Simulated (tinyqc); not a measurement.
Competing polymorphs of an oxide film: bulk, surface, grain-boundary, dopant and field terms: one step, computed by the program tinyqc. Command: `OMP_NUM_THREADS=1 python tinyqc.py 3016353 3016354 out.jsonl polymorph walk`. One thread of a shared host (Intel(R) Xeon(R) Processor @ 2.30GHz), about 0.01 s of CPU time with the checks.

Phases: monoclinic m (reference), polar orthorhombic o, tetragonal t. Free energies per formula unit (f.u.); 1 J/m^2 x angstrom^3/nm = 6.241509 meV.

Task: A field. The polar phase gains -P E Omega (1 microcoulomb/cm^2 x MV/cm x angstrom^3 = 0.006241509 meV); the dielectric term -(1/2) eps_0 (eps - 1) E^2 Omega is left out. Where t lies below o, o is reached at E_up = [G(o) - G(t)]/(P Omega), else 0.

Inputs (values chosen for the exercise, for a model oxide):
```
quantity,value,unit
volume per formula unit Omega,33,angstrom^3
temperature T,300,K
polarisation of o,53,microcoulomb/cm^2
field E,0.36,MV/cm
```

G(t) - G(o) = -27.17960 meV/f.u.

Give: gain P E Omega; G(t) - G(o) in the field; crossing field E_up.

Result:

gain P E Omega = 3.9299 meV/f.u.

G(t) - G(o) in the field = -23.250 meV/f.u.

crossing field E_up = 2.4898 MV/cm

Caution: this is an equilibrium ranking; real films often keep the phase that nucleates first on cooling from t.
